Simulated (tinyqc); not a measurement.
# Trench capacitor in an array: capacitance, non-linearity, leakage and relaxation, step by step

tinyqc, about 0.01 s, one thread, Intel Xeon 2.30GHz (shared host): `OMP_NUM_THREADS=1 python tinyqc.py 2102147 2102148 out.jsonl` Printed values are rounded.

A film between two metal electrodes, each interface adding a series capacitance ci. The small-signal permittivity is ek (1 + aq E^2); the field is found with the linear permittivity. Leakage J = J0 sinh(E/Ef). After a voltage step the film passes a relaxation current kr C V tt^(-nr), tt being the time in seconds. The sidewall is a coaxial capacitor with radii a = dm/2 - t and b = dm/2, depth AR dm; the end face is left out.

Parameters, values chosen for the exercise; permittivity of the order of that of titanium dioxide: relative permittivity of the film ek = 75.2; film thickness t = 24 nm; capacitance of each electrode interface (dead layer and screening) ci = 36 uF/cm^2; quadratic field coefficient of the permittivity aq = 0.024 cm^2/MV^2; bias V = 2.4 V; leakage prefactor J0 = 2.5e-10 A/cm^2; field for an e-fold rise of the leakage Ef = 0.43 MV/cm; diameter of the hole dm = 110 nm; aspect ratio, depth over diameter AR = 70; pitch of the square array pt = 190 nm; resistivity of the inner electrode rho = 1300 uohm cm.

Constants: eps0 = 8.8541878128e-14 F/cm where lengths are in cm. Results are converted to the units shown.

## Planar capacitance, field and non-linearity

Planar film: Cf = eps0 ek/t, 1/C = 1/Cf + 2/ci, EOT = 3.9 eps0/C, effective permittivity C t/eps0, E = (V/t) C/Cf; quadratic coefficient [C(V)/C - 1]/V^2 with Cf (1 + aq E^2) in C(V).

Cf = 2.77431 uF/cm^2
C = 2.40382 uF/cm^2
EOT = 1.43652 nm
effective permittivity = 65.1574
E = 0.866455 MV/cm
quadratic coefficient = 2703.85 ppm/V^2
J = 9.20936e-10 A/cm^2

The interfaces take 13.4 % of the voltage.

## Cell capacitance, fields and time constant

Per length 1/c = ln(b/a)/(2 pi eps0 ek) + (1/a + 1/b)/(2 pi ci); cell capacitance c AR dm; per footprint over pt^2; fields c V/(2 pi eps0 ek r) at r = a and b; resistance of the inner electrode rho AR dm/(pi a^2); time constant R C/3 of the distributed line.

a = 31 nm
b = 55 nm
cell capacitance = 48.3223 fF
capacitance per footprint = 133.857 uF/cm^2
field at a = 1.16134 MV/cm
field at b = 0.654575 MV/cm
R = 33.1559 kohm
R C/3 = 534.057 ps

The array gives 55.7 times the planar capacitance per footprint; curvature makes the field at the inner electrode 1.34 times the planar value.
